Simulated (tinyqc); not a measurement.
# Area and perimeter leakage from two diodes

Problem. A square diode and a finger diode leak I = JA area + JP perimeter. Find JA, JP and the side of the square at which both parts are equal.

areas (um^2): [90000, 24000]
perimeters (um): [1200, 9840]
leakage currents (pA): [0.312, 0.702]

Solution. Two linear equations give JA and JP; for a square of side a, JA a^2 = 4 JP a at a = 4 JP/JA.

JA = 2.60e-10 A/cm^2
JP = 6.50e-13 A/cm
side for equal parts = 100 um

Computed by the program tinyqc: `OMP_NUM_THREADS=1 python tinyqc.py 2290045 2290046 out.jsonl`, one thread of a shared Intel Xeon 2.30GHz, about 0.01 s for the whole run.
